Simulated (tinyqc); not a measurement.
## Undoped symmetric double-gate MOSFET, analytic potential model: effect of the temperature

An undoped body of thickness ts between two equal insulators and tied gates; long channel, electrons only, n = ni exp((psi - V)/Vt) with V the quasi-Fermi potential (0 at the source, Vd at the drain), constant mobility, no quantisation. Across the body psi(x) = V - 2 Vt ln[(ts/(2 beta)) sqrt(q ni/(2 eps0 eps_r Vt)) cos(2 beta x/ts)], x from the centre. Q is the electron charge per area of the whole body.

Nc and Nv are given at 325 K and scale as (T/325 K)^1.5; Eg and mu are held fixed. ni = sqrt(Nc Nv) exp(-Eg/(2 Vt)), Eg in volts; r = eps_r tox/(eox ts); V0 = dphi + 2 Vt ln[(2/ts) sqrt(2 eps0 eps_r Vt/(q ni))]. beta (between 0 and pi/2) solves (Vg - V0 - V)/(2 Vt) = ln(beta) - ln(cos beta) + 2 r beta tan(beta). Q = 8 eps0 eps_r Vt beta tan(beta)/ts; I = mu (1/L)(4 eps0 eps_r/ts)(2 Vt)^2 [g(beta_s) - g(beta_d)] per width, g = beta tan(beta) - beta^2/2 + r beta^2 tan^2(beta), with beta_s at V = 0 and beta_d at V = Vd.  I(low) is taken at Vg = 0.42 V, Qs and I(high) at Vg = 1.17 V.

Values chosen for this exercise; material values close to those of silicon: band gap Eg = 1.13 eV; relative permittivity of the semiconductor eps_r = 11.7; conduction-band density of states at the reference temperature Nc = 3.21e19 cm^-3; valence-band density of states at the reference temperature Nv = 2.94e19 cm^-3; relative permittivity of the gate insulator eox = 25.9; insulator thickness tox = 10 nm; body thickness ts = 8 nm; gate work function less that of the intrinsic body dphi = 0.18 V; channel mobility mu = 380 cm^2/(V s); gate length L = 0.2 um; drain voltage Vd = 1 V.

Constants: q = 1.602176634e-19 C, kB = 1.380649e-23 J/K, Vt = kB T/q, eps0 = 8.8541878128e-14 F/cm where lengths are in cm. Results are converted to the units shown.

Result of one run:

| T (K) | V0 (V) | I(low) (nA/um) | Qs(high) (nC/cm^2) | I(high) (uA/um) |
|---|---|---|---|---|
| 400 | 0.65153 | 28.255 | 1848.2 | 908.79 |

What becomes of these results when the temperature T is changed from 400 to 430 K, all else the same?

Result of the changed run:

| T (K) | V0 (V) | I(low) (nA/um) | Qs(high) (nC/cm^2) | I(high) (uA/um) |
|---|---|---|---|---|
| 430 | 0.64318 | 65.243 | 1866.8 | 938.44 |

The whole series:

| T (K) | V0 (V) | I(low) (nA/um) | Qs(high) (nC/cm^2) | I(high) (uA/um) |
|---|---|---|---|---|
| 220 | 0.69926 | 0.0028344 | 1774.2 | 765.64 |
| 250 | 0.69164 | 0.030526 | 1780.6 | 784.64 |
| 280 | 0.68387 | 0.20402 | 1789.9 | 805.85 |
| 310 | 0.67596 | 0.96884 | 1801.6 | 829.02 |
| 340 | 0.66793 | 3.5699 | 1815.4 | 853.99 |
| 370 | 0.65978 | 10.836 | 1831.0 | 880.61 |
| 400 | 0.65153 | 28.255 | 1848.2 | 908.79 |
| 430 | 0.64318 | 65.243 | 1866.8 | 938.44 |

As T goes from 220 to 430 K, I(low) rises from 0.00283 to 65.2 nA/um and I(high) rises from 766 to 938 uA/um. V0 falls from 0.699 to 0.643 V. In every row the surface density at the source at the higher gate voltage passes 0.3 Nc, where Boltzmann statistics fail. In every row mu V/L at the higher gate voltage, with V the smaller of Vd and Vg - V0, passes 3e6 cm/s, so velocity saturation would lower the current. In every row the mobility is held fixed, though a real one changes with T.

Computed by the program tinyqc: `OMP_NUM_THREADS=1 python tinyqc.py 2440030 2440031 out.jsonl`, one thread of a shared Intel Xeon 2.30GHz, about 0.01 s for the whole run.
